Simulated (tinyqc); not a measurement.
MOSFET in the linear regime without short-channel effects, parameter extraction from computed curves: one step of the calculation.

Inversion charge Q = Cox n Vt W0(exp((Vg - VT)/(n Vt))), W0 the Lambert function and n = nf; u = Q/Cox; mobility mu = mu0/(1 + th1 u + th2 u^2); channel resistance Rch = (L - dL)/(W mu Q); Id = Vd/(Rch + Rsd/W). Cox = eps0 eox/tox. Small Vd, no channel-length or drain effects.

Task. Threshold and mobility at the peak transconductance. gm_i = (Id_(i+1) - Id_(i-1))/(Vg_(i+1) - Vg_(i-1)); at the point j of largest gm the tangent meets the axis at V_ext = Vg_j - Id_j/gm_j; field-effect mobility gm_j L/(W Cox Vd) with the drawn L.

Parameters, values chosen for the exercise; channel values of the order met in silicon transistors: relative permittivity of the gate insulator (close to silicon dioxide) eox = 3.9; insulator thickness tox = 1.1 nm; low-field mobility mu0 = 110 cm^2/(V s); threshold voltage VT = 0.38 V; gate width W = 0.5 um; drawn gate length L = 0.1 um; drawn less effective length dL = 0.019 um; drain voltage Vd = 0.02 V.

Constants: eps0 = 8.8541878128e-14 F/cm where lengths are in cm. Results are converted to the units shown.

```
point	Vg (V)	Id (uA)
0	0.14	7.1881715e-5
1	0.26	0.0086789643
2	0.38	0.59776352
3	0.5	3.5317004
4	0.62	7.0560935
5	0.74	10.355773
6	0.86	13.321771
7	0.98	15.965989
8	1.1	18.323976
```

Wanted: gm; j; V_ext; field-effect mobility.

Result.

gm, point 1 to 7 (uS): 2.490  14.68  26.91  28.43  26.11  23.38  20.84
j = 4
V_ext = 0.3718 V
field-effect mobility = 90.58 cm^2/(V s)

V_ext is 8.2 mV below the model VT, and the mobility so found is 33 % below mu0 L/(L - dL) = 136 cm^2/(V s), the value for the drawn L; attenuation, series resistance and the slow approach of Q to a straight line all lower the peak gm.

Computed by the program tinyqc: `OMP_NUM_THREADS=1 python tinyqc.py 2210105 2210106 out.jsonl`, one thread of a shared Intel Xeon 2.30GHz, about 0.02 s for the whole run.
